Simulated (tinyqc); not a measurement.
Valley splitting of a silicon quantum well in envelope theory: sweeps and comparisons. A value that a table varies takes the place of the one given here.

The well lies at 0 < z < L; U(z) = V0 [1/(1 + exp(z/w)) + 1/(1 + exp((L - z)/w))] - e F z, 1 mV/nm = 1e-4 eV/angstrom. The envelope psi solves -(c/ml) psi'' + U psi = E psi, c = hbar^2/2m0, by three-point differences on a grid of 0.1 angstrom from -40 to L + 40 angstrom. The two valleys at +/- k0 couple through D = C0 times the integral of exp(-i q z) U(z) psi^2, q = 2 k0 (2 pi/a), and split by Ev = 2|D|.

Random alloy: with Y(z) = Yw + (Yb - Yw) B(z), B the bracket in U, and in-plane density exp(-r^2/ad^2)/(pi ad^2), D gains a random complex part of variance sigma^2 = (C0^2/pi)(a^2 V0/(8 ad (Yb - Yw)))^2 (4/a) times the integral of psi^4 Y (1 - Y). Alone it gives a mean splitting sqrt(pi) sigma; together with the smooth part the rms splitting is 2 sqrt(|D|^2 + sigma^2).

Constants: hbar^2/2m0 = 3.80998211 eV angstrom^2.

Values chosen for the exercise (near those of a strained Si well in SiGe; shifted at random, so the results belong to these values and not to a real crystal): L = 82 angstrom (well width); V0 = 0.15 eV (conduction offset); ml = 0.917 m0 (mass along z); F = 7.2 mV/nm (field pressing towards the upper interface); k0 = 0.848 2 pi/a (valley position); a = 5.431 angstrom (lattice constant); C0 = 0.263 (Bloch overlap factor); Yb = 0.22 (Ge share of the barrier); Yw = 0.05 (Ge share of the well); ad = 120 angstrom (dot radius); ws = (0.4, 0.5, 1, 1.4, 1.8, 2.8, 3.9) angstrom (interface widths); Ls = (82, 83.4, 84.7, 86.1, 87.4, 88.8, 90.1, 91.5) angstrom (widths in steps of one atomic layer, a/4, rounded to the grid); F2 = 1 mV/nm (second field, zero or weak); w1 = 0.7 angstrom (interface width for this table); w = 0.6 angstrom (interface width parameter).

## Sharpness of the interface

The smooth part 2|D| and the disorder part against w, beside y/sinh(y) with y = pi q w. The 12 to 88 % width of the step is 4w.

Results:
```
w (angstrom),4w (angstrom),2|D| (micro-eV),y/sinh(y),sqrt(pi) sigma (micro-eV)
0.4,1.6,82.04,0.42,203.1
0.5,2.0,55.32,0.28,203.1
1.0,4.0,5.22,0.026,203.1
1.4,5.6,0.64,0.0031,203.0
1.8,7.2,0.07,0.00034,203.0
2.8,11.2,0.00,1.1e-06,203.0
3.9,15.6,0.00,1.7e-09,203.2
```

What can be read from the table?

The smooth part needs a Fourier component of U psi^2 at a wavelength of 3.20 angstrom; from the first row to the third it falls by a factor 15.7, while y/sinh(y) falls by 16.3 (the envelope near the step and the phase between the two interfaces change too). The disorder part goes from 203.1 to 203.2 micro-eV. It exceeds the smooth part in every row.

## Adding atomic layers

The smooth splitting Ev = 2|D| with w = w1, at the field F2 and at F.

Results:
```
L (angstrom),q L mod 2 pi,Ev at F2 (micro-eV),Ev at F (micro-eV)
82.0,3.81,6.41,22.8
83.4,0.28,4.79,22.7
84.7,2.83,4.53,22.7
86.1,5.58,5.86,22.7
87.4,1.84,3.17,22.7
88.8,4.59,5.84,22.7
90.1,0.86,3.55,22.7
91.5,3.60,4.92,22.7
```

How do the results move?

At F2 the splitting swings between 3.17 and 6.41 micro-eV, a ratio of 2.02, as the two interfaces add with the phase q L, which advances on average by 2.66 rad a layer. At F the ratio is 1.00, where in the first row psi^2 at the upper interface is 514 times that at the lower one: one interface dominates and the interference fades.

## What each parameter does

Orbital spacing, psi^2 at z = L, the smooth splitting and sigma; V0 is held fixed when Yw changes. Each row changes one parameter from the base and keeps the others.

Results:
```
case,E2 - E1 (meV),psi^2(L) (1e-3/angstrom),2|D| (micro-eV),sigma (micro-eV)
base,23.13,4.625,35.95,114.6
ad = 160 angstrom,23.13,4.625,35.95,85.9
Yw = 0.08,23.13,4.625,35.95,173.0
L = 88 angstrom,22.78,4.619,35.88,114.5
V0 = 0.188 eV,23.29,3.647,35.92,143.7
w = 0.78 angstrom,23.14,4.519,15.56,114.6
F = 10.8 mV/nm,29.44,6.954,54.16,122.3
k0 = 0.828 2 pi/a,23.13,4.625,39.16,114.6
C0 = 0.316,23.13,4.625,43.20,137.7
```

How do the results move?

The largest shifts from the base row, up to three for each result and ties (the steps differ in size, so this ranks the rows, not the parameters). E2 - E1 (meV): F +6.31, L -0.36, V0 +0.16; unchanged at the printed digits by ad, Yw, k0 and C0. psi^2(L) (1e-3/angstrom): F +2.329, V0 -0.978, w -0.106; unchanged at the printed digits by ad, Yw, k0 and C0. 2|D| (micro-eV): w -20.40, F +18.20, C0 +7.25; unchanged at the printed digits by ad and Yw. sigma (micro-eV): Yw +58.4, V0 +29.1, ad -28.6; unchanged at the printed digits by w and k0.

tinyqc: `OMP_NUM_THREADS=1 python tinyqc.py 1252738 1252739 out.jsonl`; about 0.2 s, one thread, shared Intel(R) Xeon(R) Processor @ 2.30GHz.
